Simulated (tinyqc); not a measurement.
Piezoresistors in the (001) plane of a cubic crystal: two steps of the calculation.

Plane stress in crystal axes x = [100], y = [010]. First-order piezoresistance: d rho_xx/rho = p11 sxx + p12 syy, d rho_yy/rho = p12 sxx + p11 syy, d rho_xy/rho = p44 sxy; a resistor along d = (cos th, sin th) changes by dR/R = d.(d rho/rho).d. Changes of geometry and second-order terms are left out.

Values chosen for this exercise; coefficients close to those of lightly doped p-type silicon:

| symbol | value | unit | meaning |
|---|---|---|---|
| p11 | 6.96 | x 1e-11/Pa | piezoresistive coefficient |
| p12 | -1.17 | x 1e-11/Pa | piezoresistive coefficient |
| p44 | 141 | x 1e-11/Pa | piezoresistive coefficient |
| th | 45 | deg | angle of the current from [100] |
| Sx | 206 | MPa | stress sxx |
| Sy | 122 | MPa | stress syy |
| St | -17 | MPa | shear stress sxy |
| E | 159 | GPa | Young's modulus along [110] |

Question 1. Change of the resistivity tensor. As in the introduction.

Find: d rho/rho.

Answer 1.

d rho/rho (%):
```
         x        y
x   1.2910  -2.3970
y  -2.3970   0.6081
```

Question 2. Longitudinal and transverse coefficients. For uniaxial stress along or across the current: pL = p11 - (A/2) sin^2(2 th), pT = p12 + (A/2) sin^2(2 th), A = p11 - p12 - p44. Gauge factor along [110]: E (p11 + p12 + p44)/2.

Give: A; pL; pT; gauge factor.

Answer 2.

A = -132.9 x 1e-11/Pa
pL = 73.39 x 1e-11/Pa
pT = -67.61 x 1e-11/Pa
gauge factor = 116.7

Program tinyqc, `OMP_NUM_THREADS=1 python tinyqc.py 2530036 2530037 out.jsonl`; Intel Xeon 2.30GHz, shared host, one thread, about 0.01 s.
